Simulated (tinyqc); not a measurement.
Comparisons within one model: coherent potential approximation for a binary alloy with a semi-elliptic band. A value that a table varies takes the place of the one given here.

Site levels eA = -x d (share 1 - x) and eB = (1 - x) d (share x), so that their mean, the virtual crystal, is 0. Pure band: G0(z) = 2 (z - sqrt(z - W) sqrt(z + W))/W^2 with principal roots, density -Im G/pi per site. The medium has a self-energy S(z), G = G0(z - S), z = E + i eta. t_i = (e_i - S)/(1 - (e_i - S) G); the CPA demands <t> = (1 - x) tA + x tB = 0. Iteration: start at S = 0, set S(new) = S + <t>/(1 + <t> G), stop when |<t>| < 1e-9 eV.

Inputs chosen for the exercise: W = 1.7 eV (half width of the pure band); x = 0.08 (fraction of B); d = 0.98 eV (eB - eA); eta = 0.034 eV (broadening); E1 = -1.8 eV (first energy); dE = 0.31 eV (step); E = 1.53 eV (energy).

## Virtual crystal, CPA and unmixed bands

Fifteen energies E1 + j dE. Virtual crystal: G0(z). Unmixed: (1 - x) G0(z - eA) + x G0(z - eB), the limit of large separate grains.

Densities (1/eV) and self-energy (eV):

| E (eV) | virtual crystal | CPA | unmixed | Re S | Im S |
|---|---|---|---|---|---|
| -1.80 | 0.0150 | 0.0204 | 0.0298 | -0.0355 | -0.0014 |
| -1.49 | 0.1735 | 0.1865 | 0.1857 | -0.0403 | -0.0113 |
| -1.18 | 0.2623 | 0.2669 | 0.2561 | -0.0407 | -0.0179 |
| -0.87 | 0.3144 | 0.3146 | 0.2996 | -0.0409 | -0.0236 |
| -0.56 | 0.3462 | 0.3429 | 0.3383 | -0.0412 | -0.0295 |
| -0.25 | 0.3630 | 0.3566 | 0.3574 | -0.0415 | -0.0359 |
| 0.06 | 0.3668 | 0.3571 | 0.3620 | -0.0418 | -0.0435 |
| 0.37 | 0.3581 | 0.3447 | 0.3534 | -0.0422 | -0.0531 |
| 0.68 | 0.3358 | 0.3177 | 0.3307 | -0.0424 | -0.0666 |
| 0.99 | 0.2971 | 0.2725 | 0.2906 | -0.0413 | -0.0892 |
| 1.30 | 0.2341 | 0.2047 | 0.2236 | -0.0225 | -0.1381 |
| 1.61 | 0.1149 | 0.1437 | 0.0775 | 0.0816 | -0.1526 |
| 1.92 | 0.0086 | 0.0299 | 0.0296 | 0.1387 | -0.0289 |
| 2.23 | 0.0041 | 0.0051 | 0.0214 | 0.0710 | -0.0033 |
| 2.54 | 0.0026 | 0.0029 | 0.0099 | 0.0511 | -0.0015 |

What does this show, and why?

d/W = 0.58. CPA and virtual crystal differ by at most 0.029 1/eV, at 1.30 eV, against a peak of 0.374 for the pure band. |Im S| is largest at 1.61 eV (Im S = -0.153 eV); where the density is near zero this is no damping of states. On these rows the CPA density keeps one maximum: the bands are amalgamated.

## Bowing of the band edge from disorder

For eta = 0 the CPA reads G = (1 - x)/(y - eA) + x/(y - eB) with y = E - W^2 G/4; the lower edge is the maximum of E(y) = y + W^2 G(y)/4 for y < eA. The virtual crystal puts it at -W. Second order: -W - 2 x (1 - x) d^2/W, from S = x (1 - x) d^2 G0(-W), G0(-W) = -2/W.

Lower edge (eV):

| x | edge | edge + W | second order | (edge + W)/(x (1 - x)) |
|---|---|---|---|---|
| 0.05 | -1.7259 | -0.0259 | -0.0537 | -0.5454 |
| 0.10 | -1.7511 | -0.0511 | -0.1017 | -0.5678 |
| 0.25 | -1.8218 | -0.1218 | -0.2119 | -0.6496 |
| 0.40 | -1.8833 | -0.1833 | -0.2712 | -0.7637 |
| 0.50 | -1.9174 | -0.2174 | -0.2825 | -0.8695 |
| 0.60 | -1.9439 | -0.2439 | -0.2712 | -1.0164 |
| 0.75 | -1.9622 | -0.2622 | -0.2119 | -1.3986 |
| 0.90 | -1.9271 | -0.2271 | -0.1017 | -2.5235 |
| 0.95 | -1.8834 | -0.1834 | -0.0537 | -3.8617 |

second-order coefficient = -1.1299 eV

How do the results move?

Disorder pushes the edge below the virtual crystal, most at x = 0.75 (-262 meV). The coefficient runs from -0.545 at x = 0.05 to -3.862 eV at 0.95, against -1.130 in second order, which is only a guide at d/W = 0.58: it depends strongly on x and is largest in size where the low-lying A atoms are dilute and act as attractive impurities. For d above W/2 they bind a level, and the ratio then measures that level rather than bowing.

## When the band splits

x as given, d varied, eta as given. The density is taken at E = (eA + eB)/2 and at E = eA + eB = (1 - 2x) d, where S has its pole for well split bands; a gap shows as a density of the size of the broadening tail.

Between the two levels:

| d/W | d (eV) | density at the midpoint (1/eV) | density at (1 - 2x) d (1/eV) | Im S at the midpoint (eV) |
|---|---|---|---|---|
| 0.2 | 0.34 | 0.3637 | 0.3596 | -0.009 |
| 0.4 | 0.68 | 0.3543 | 0.3362 | -0.032 |
| 0.6 | 1.02 | 0.3401 | 0.2931 | -0.057 |
| 0.8 | 1.36 | 0.3218 | 0.2194 | -0.077 |
| 1.0 | 1.70 | 0.2990 | 0.0543 | -0.088 |
| 1.2 | 2.04 | 0.2703 | 0.0170 | -0.091 |
| 1.5 | 2.55 | 0.2105 | 0.0214 | -0.081 |
| 2.0 | 3.40 | 0.0158 | 0.0227 | -0.015 |

What can be read from the table?

The midpoint density falls from 0.364 to 0.0158 1/eV; it first drops below a tenth of the pure peak (0.037) at d/W = 2. At (1 - 2x) d the density drops below that mark at d/W = 1.2, so the bands have parted by then (this mark lags the true splitting), and is least, 0.0170, at d/W = 1.2; it rises again beyond, as for small x that energy nears the band of the B atoms. For x = 1/2 the two coincide and the band splits at d = W exactly; here x = 0.08. The size of Im Sigma at the midpoint is largest at d/W = 1.2. It is a lifetime only where the density there is finite; for well separated bands, d/W above 1/(2 sqrt(x (1 - x))), S has a pole in the gap at (1 - 2x) d.

## What each parameter does

Converged values at E. Each row changes one parameter from the base and keeps the others.

Results:

| case | Re S (eV) | Im S (eV) | density (1/eV) |
|---|---|---|---|
| base | 0.0518 | -0.1625 | 0.1590 |
| W = 1.87 eV | 0.0164 | -0.1349 | 0.1756 |
| x = 0.13 | 0.1107 | -0.1886 | 0.1737 |
| d = 1.078 eV | 0.0432 | -0.2150 | 0.1535 |
| eta = 0.068 eV | 0.0496 | -0.1502 | 0.1570 |
| E = 1.7 eV | 0.1111 | -0.1319 | 0.1231 |

What does this show?

The largest shifts from the base row, up to three for each result and ties (the steps differ in size, so this ranks the rows, not the parameters). Re S (eV): E +0.0594, x +0.0589, W -0.0354. Im S (eV): d -0.0525, E +0.0306, W +0.0276. density (1/eV): E -0.0359, W +0.0166, x +0.0147.

Program tinyqc; command `OMP_NUM_THREADS=1 python tinyqc.py 1452818 1452819 out.jsonl`; about 0.01 s on one thread of a shared Intel(R) Xeon(R) Processor @ 2.30GHz.
